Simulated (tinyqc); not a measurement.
Capacitance of parallel on-chip lines from Laplace's equation on a mesh: two steps of the calculation.

Cross-section of an endless row of equal lines between two grounded planes; neighbours are driven in antiphase (+1 V and -1 V), so the plane midway between two lines is at 0 V. By symmetry one quarter is solved: x runs from the centre of a line (column 0, mirror) to that midplane (column 4, 0 V), y from the mid-height of the line (row 0, mirror) to the ground plane (row 4, 0 V). The line fills columns 0 to 2 and rows 0 to 2 at 1 V. Cells beside the line (below row 2) have e2, cells above have e1. Each link between nodes has the conductance g = mean permittivity of the two cells beside it (a cell beyond a mirror counts as 0), and the free nodes obey sum g (V_neighbour - V) = 0.

Values chosen for this exercise:
- e1 = 4.2 (relative permittivity above and below the lines)
- e2 = 1 (relative permittivity between the lines)
- om = 1 (over-relaxation factor)

Question 1. Link conductances. gx[j, i] joins node (row j, column i) to column i + 1, gy[j, i] to row j + 1.

Find: gx; gy.

Answer 1.

gx:
```
        col 0   col 1   col 2   col 3
row 0  0.5000  0.5000  0.5000  0.5000
row 1   1.000   1.000   1.000   1.000
row 2   2.600   2.600   2.600   2.600
row 3   4.200   4.200   4.200   4.200
row 4   2.100   2.100   2.100   2.100
```

gy:
```
        col 0  col 1  col 2  col 3   col 4
row 0  0.5000  1.000  1.000  1.000  0.5000
row 1  0.5000  1.000  1.000  1.000  0.5000
row 2   2.100  4.200  4.200  4.200   2.100
row 3   2.100  4.200  4.200  4.200   2.100
```

Question 2. Relaxation sweep. One sweep visits the free nodes row by row from row 0, left to right, and replaces V by V + om (weighted mean of the neighbours - V), using new values at once.

V at the start (V):
```
       col 0  col 1  col 2  col 3  col 4
row 0      1      1      1      0      0
row 1      1      1      1      0      0
row 2      1      1      1      0      0
row 3      0      0      0      0      0
row 4      0      0      0      0      0
```

gx:
```
       col 0  col 1  col 2  col 3
row 0    0.5    0.5    0.5    0.5
row 1      1      1      1      1
row 2    2.6    2.6    2.6    2.6
row 3    4.2    4.2    4.2    4.2
row 4    2.1    2.1    2.1    2.1
```

gy:
```
       col 0  col 1  col 2  col 3  col 4
row 0    0.5      1      1      1    0.5
row 1    0.5      1      1      1    0.5
row 2    2.1    4.2    4.2    4.2    2.1
row 3    2.1    4.2    4.2    4.2    2.1
```

Give: V after sweep 1.

Answer 2.

V after sweep 1 (V):
```
        col 0   col 1   col 2   col 3   col 4
row 0  1.0000  1.0000  1.0000  0.2500  0.0000
row 1  1.0000  1.0000  1.0000  0.3125  0.0000
row 2  1.0000  1.0000  1.0000  0.2800  0.0000
row 3  0.2500  0.3125  0.3281  0.1520  0.0000
row 4  0.0000  0.0000  0.0000  0.0000  0.0000
```

Numbers from tinyqc (`OMP_NUM_THREADS=1 python tinyqc.py 2790184 2790185 out.jsonl`; about 0.6 s on one thread of a shared Intel Xeon 2.30GHz).
